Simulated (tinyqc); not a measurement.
p-type polysilicon, carrier trapping at grain boundaries: one step of the calculation.

One-dimensional grains of size Lg, uniform ionised doping N, monovalent traps Qt at each boundary at a depth Et below (for electrons) or above (for holes) the band edge there, abrupt depletion of width W on each side of a boundary, Boltzmann statistics. xi is the distance from the band edge at the grain centre to the Fermi level. Trapped charge Qt/(1 + exp((xi + VB - Et)/Vt)) = 2 N W, barrier VB = q N W^2/(2 eps0 eps_r).

Task. Resistivity and effective mobility. n0 = NB exp(-xi/Vt); mean density n0 (1 - 2 W/Lg) by charge balance in a partly depleted grain, and n0 (sqrt(pi)/2) erf(u)/u with u = sqrt(VB/Vt) in a fully depleted one; v = sqrt(kB T/(2 pi ms m0)); barrier resistivity Vt exp(VB/Vt)/(q fe n0 v Lg); grain resistivity (1 - 2 W/Lg)/(q n0 mug); effective mobility 1/(q mean density total resistivity).

Values chosen for this exercise; values of the order met in polycrystalline silicon: temperature T = 300 K; valence-band density of states at T NB = 2.65e19 cm^-3; grain size Lg = 110 nm; mass for thermionic emission ms = 0.6 m0; correction factor of the emission rate fe = 0.12; mobility inside the grains mug = 160 cm^2/(V s).

Constants: q = 1.602176634e-19 C, kB = 1.380649e-23 J/K, m0 = 9.1093837015e-31 kg, Vt = kB T/q. Results are converted to the units shown.

W = 18.290034 nm
xi = 0.12161456 V
VB = 0.062084913 V

Wanted: n0; mean density; v; barrier resistivity; grain resistivity; resistivity; effective mobility.

Result.

n0 = 2.4000e17 cm^-3
mean density = 1.6019e17 cm^-3
v = 3.4729e6 cm/s
barrier resistivity = 1.6191 ohm cm
grain resistivity = 0.10849 ohm cm
resistivity = 1.7276 ohm cm
effective mobility = 22.553 cm^2/(V s)

The resistivity is 10.6 times that of a single crystal with the same N and mobility mug, and the mean density is 66.7 % of N.

Numbers from tinyqc (`OMP_NUM_THREADS=1 python tinyqc.py 2830156 2830157 out.jsonl`; about 0.01 s on one thread of a shared Intel Xeon 2.30GHz).
